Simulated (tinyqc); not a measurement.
What moves the results: k.p theory built from an empirical-pseudopotential calculation at Gamma. A value that a table varies takes the place of the one given here.

Empirical pseudopotential on the fcc lattice, atoms at +/- tau, tau = a (1,1,1)/8, no spin-orbit coupling. H(G,G') = c (2 pi/a)^2 |k + G|^2 delta + VS(q) cos(q.tau) + i VA(q) sin(q.tau), q = G - G', c = hbar^2/2m0; k and G in units of 2 pi/a; VS at |q|^2 = 3, 8, 11 and VA at 3, 4, 11, in rydberg, zero elsewhere. The basis is fixed: all 113 G with |G|^2 up to Gcut. Energies are counted from the fourth level at Gamma.

k.p in the lowest n states at Gamma: H_nm = (E_n + c k^2) delta + 2 c k.<n|G|m>, k in 1/angstrom; with all states of the basis it is exact.

Empirical pseudopotential on the fcc lattice, atoms at +/- tau, tau = a (1,1,1)/8, no spin-orbit coupling. H(G,G') = c (2 pi/a)^2 |k + G|^2 delta + VS(q) cos(q.tau) + i VA(q) sin(q.tau), q = G - G', c = hbar^2/2m0; k and G in units of 2 pi/a; VS at |q|^2 = 3, 8, 11 and VA at 3, 4, 11, in rydberg, zero elsewhere. The basis holds all G with |G|^2 up to a cut-off. Energies are counted from the fourth level at Gamma.

For a multiplet A of d_A states, W(B) = (4 c/(3 d_A)) sum over n in A, m in B and i = x, y, z of |<n|G_i|m>|^2 (G in 1/angstrom, <n|G_i|m> = sum_G c_n(G)* G_i c_m(G)); the mean inverse mass of A is 1 + sum_B W(B)/(E_A - E_B). Multiplets with W = 0 are left out.

Valence parameters: D(u) = c + 4 c^2 sum_m <n|u.G|m><m|u.G|n'>/(0 - E_m) on the valence triplet, in units of c, has eigenvalues L, M, M along [100] and (L + 2M + 2N)/3, (L + 2M - N)/3 twice along [111]; g1 = -(L + 2M)/3, g2 = -(L - M)/6, g3 = -N/6.

Constants: hbar^2/2m0 = 3.80998211 eV angstrom^2; Ry = 13.60569312 eV.

Values chosen for the exercise (near those of Ge; shifted at random, so the results belong to these values and not to a real crystal): a = 5.65 angstrom (lattice constant); VS = (-0.231, 0.011, 0.06) Ry (symmetric form factors); VA = (0, 0, 0) Ry (antisymmetric form factors); Gcut = 20 (2 pi/a)^2 (largest |G|^2 of the fixed basis); VS3 = -0.231 Ry; VS8 = 0.011 Ry; VS11 = 0.06 Ry; VA3 = 0 Ry; VA4 = 0 Ry; VA11 = 0 Ry.

## How many bands a k.p model needs: band 5 from Gamma to X

Band 5 (counted from below) at k = f (1, 0, 0) 2 pi/a; n ends on whole multiplets.

Energies (eV):
```
f,n = 8,n = 15,n = 27,n = 113 (exact)
0.000,1.263,1.263,1.263,1.263
0.125,2.076,2.031,2.030,2.030
0.250,3.441,2.675,2.663,2.661
0.375,4.256,2.117,2.092,2.088
0.500,4.848,1.659,1.615,1.608
0.625,5.608,1.341,1.274,1.263
0.750,6.535,1.185,1.086,1.070
0.875,7.628,1.205,1.065,1.042
1.000,8.887,1.331,1.219,1.186
```

How do the results move?

With n = 8 the band stays within 0.05 eV of the exact one up to f = 0.125 (error at X: +7.701 eV). With n = 15 the band stays within 0.05 eV of the exact one up to f = 0.375 (error at X: +0.145 eV). With n = 27 the band stays within 0.05 eV of the exact one over the whole line (error at X: +0.033 eV). A smaller basis can only raise a level. The exact band has its minimum on these points at f = 0.875; n = 8 puts it at f = 0.000.

## Convergence with the plane-wave basis

E_s is the lowest empty singlet, Ep its W to the valence triplet, m its mass.

Results:
```
cut-off,plane waves,E_s (eV),Ep (eV),m (m0),g1,g2,g3
8,27,1.088,20.12,0.0514,8.42,2.65,3.63
11,51,1.258,20.10,0.0590,7.50,2.33,3.14
12,59,1.285,20.09,0.0602,7.49,2.24,3.11
16,65,1.285,20.09,0.0602,7.50,2.24,3.12
19,89,1.276,20.11,0.0598,7.53,2.26,3.13
20,113,1.263,20.12,0.0592,7.58,2.29,3.16
24,137,1.263,20.12,0.0592,7.58,2.29,3.16
```

What can be read from the table?

Against the last row, E_s errs most, by -0.175 eV, at cut-off 8, and by 0.000 eV in the last row but one. Ep varies by 0.2 % over the table and m by 14.9 %: the mass, near E_s/Ep, inherits the errors of both. Local form factors fix the converged values only roughly. The gap is a difference of two levels, so it need not converge steadily, and here it does not.

## What each form factor does (empirical-pseudopotential levels)

Lowest empty singlet and triplet at Gamma and the valence width there (fixed basis); lowest empty level at X = (1,0,0) and L = (1/2,1/2,1/2) from the valence top, these levels and that top with all |k + G|^2 up to 21. Singlet and triplet count orbital degeneracy. VS3 is VS at |q|^2 = 3, and so on. The row for a keeps the form factors fixed, so it is no model of a real expansion, which changes them too. Each row changes one parameter from the base and keeps the others.

Results:
```
case,singlet (eV),triplet (eV),X (eV),L (eV),width (eV)
base,1.263,3.494,1.177,0.976,12.016
a = 5.707 angstrom,1.275,3.517,1.300,1.053,11.733
VS3 = -0.221 Ry,1.353,3.352,0.931,0.877,12.055
VS8 = 0.021 Ry,1.780,3.441,1.251,1.218,11.910
VS11 = 0.07 Ry,1.821,3.736,1.455,1.355,11.810
VA3 = 0.03 Ry,1.316,3.528,0.910,0.987,12.025
VA4 = 0.03 Ry,1.232,3.589,0.783,1.037,12.020
VA11 = 0.03 Ry,1.122,3.450,0.828,0.900,12.035
```

What does this show?

The largest shifts from the base row, up to three for each result and ties (the steps differ in size, so this ranks the rows, not the parameters). singlet (eV): VS11 +0.557, VS8 +0.517, VA11 -0.141. triplet (eV): VS11 +0.242, VS3 -0.142, VA4 +0.095. X (eV): VA4 -0.394, VA11 -0.349, VS11 +0.278. L (eV): VS11 +0.379, VS8 +0.243, VS3 -0.099. width (eV): a -0.283, VS11 -0.206, VS8 -0.106. In a diamond crystal a small VA enters the levels at Gamma and L only in second order, by symmetry, but splits the degenerate pair at X in first order.

Run: tinyqc, `OMP_NUM_THREADS=1 python tinyqc.py 1050556 1050557 out.jsonl`; Intel(R) Xeon(R) Processor @ 2.30GHz, one thread, shared host; about 0.7 s of CPU time with all checks.
